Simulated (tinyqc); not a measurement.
Hubbard chain of 4 sites, step by step. Computed by tinyqc, a small Python program that keeps every step. Settings: hopping = 0.54, U = 4.0, mixing = 1, iteration cap = 53. Command: `OMP_NUM_THREADS=1 python tinyqc.py 25479 25480 out.jsonl` (the two numbers bound the seeds that draw the settings). One thread of a shared host (Intel(R) Xeon(R) Processor @ 2.60GHz), about 0.2 s of CPU time with the checks.

one-body matrix (hopping and site energies) (eV), order 1, 2, 3, 4:
```
[[-0.970000, -0.540000, 0.000000, 0.000000],
 [-0.540000, -0.760000, -0.540000, 0.000000],
 [0.000000, -0.540000, 0.250000, -0.540000],
 [0.000000, 0.000000, -0.540000, 0.250000]]
```

U = 4.000000 eV

electrons, up and down: [2, 2]

n(up) at the start (a guess, not normalised): [0.500000, 0.500000, 0.500000, 0.500000]

n(down) at the start (a guess): [0.500000, 0.500000, 0.500000, 0.500000]

Each step fills the lowest levels of T + U n(other spin) and sets n(new) = n + mixing (n(out) - n); stop when output and input agree to 1e-8.

Course of the cycle:
```
iteration      E (eV)  largest |n(out) - n(in)|  mean |n_up - n_down|
1          1.35715563                  4.07e-01              0.000000
2          3.63495274                  8.37e-01              0.000000
3          2.83055337                  9.28e-01              0.000000
4          7.16550805                  9.88e-01              0.000000
5          4.14800186                  9.93e-01              0.000000
6          8.16392399                  9.98e-01              0.000000
7          4.20560569                  9.98e-01              0.000000
8          8.17750164                  9.98e-01              0.000000
9          4.20620328                  9.98e-01              0.000000
10         8.17763503                  9.98e-01              0.000000
11         4.20620913                  9.98e-01              0.000000
...               ...                       ...                   ...
43         4.20620918                  9.98e-01              0.000000
44         8.17763635                  9.98e-01              0.000000
45         4.20620918                  9.98e-01              0.000000
46         8.17763635                  9.98e-01              0.000000
47         4.20620918                  9.98e-01              0.000000
48         8.17763635                  9.98e-01              0.000000
49         4.20620918                  9.98e-01              0.000000
50         8.17763635                  9.98e-01              0.000000
51         4.20620918                  9.98e-01              0.000000
52         8.17763635                  9.98e-01              0.000000
53         4.20620918                  9.98e-01              0.000000
```

Can the last value be used, and what does the course show?

Not by the stop rule. Not converged within 53 iterations: the residual has stopped falling: the iteration swings between two states. The lowest mean-field energy found from random starts is -1.67153 eV. Reruns (cap 100 unless said): mixing 0.2: converged in 26 to a higher stationary point (E = 0.20344); mixing 0.5: not converged; mixing 0.9: not converged; the original settings with a cap of 400: not converged.
